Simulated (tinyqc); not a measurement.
Worked calculation: one-electron ion in a basis of Gaussians. One step of it, computed by the program tinyqc.

Problem. Matrices over normalised Gaussians. With p = a_i + a_j and I(k) = Gamma((k+1)/2) / (2 p^((k+1)/2)): S = I(2l+2), T = (2l+3) a_i a_j S / p, V = -Z I(2l+1), each divided by sqrt(S_ii S_jj).

exponents of r^l exp(-a r^2) (1/bohr^2): 0.015820  0.047280

Z = 3

l = 2

Give: S; T; V.

Solution.

S:
```
        1       2
1  1.0000  0.6065
2  0.6065  1.0000
```

T (hartree):
```
        1       2
1  0.0554  0.0503
2  0.0503  0.1655
```

V (hartree):
```
         1        2
1  -0.3211  -0.2750
2  -0.2750  -0.5552
```
